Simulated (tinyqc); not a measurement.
## Ideality, resistance and saturation current from three points

Inverse problem. Well above I0 a diode obeys V = n Vt ln(I/I0) + Rs I. Find n, Rs and I0.

Values chosen for this exercise:

| symbol | value | unit | meaning |
|---|---|---|---|
| T | 350 | K | temperature |

Constants: q = 1.602176634e-19 C, kB = 1.380649e-23 J/K, Vt = kB T/q. Results are converted to the units shown.

I (A): 6.8e-5  0.00069  0.0069
V (V): 0.17965220  0.27223952  0.54318492

Answer. The equation is linear in a = n Vt, Rs and c = -a ln I0; three points give a 3 x 3 system.

n = 1.040
Rs = 32.00 ohm
I0 = 2.373e-7 A

Computed by the program tinyqc: `OMP_NUM_THREADS=1 python tinyqc.py 2640152 2640153 out.jsonl`, one thread of a shared Intel Xeon 2.30GHz, about 0.01 s for the whole run.
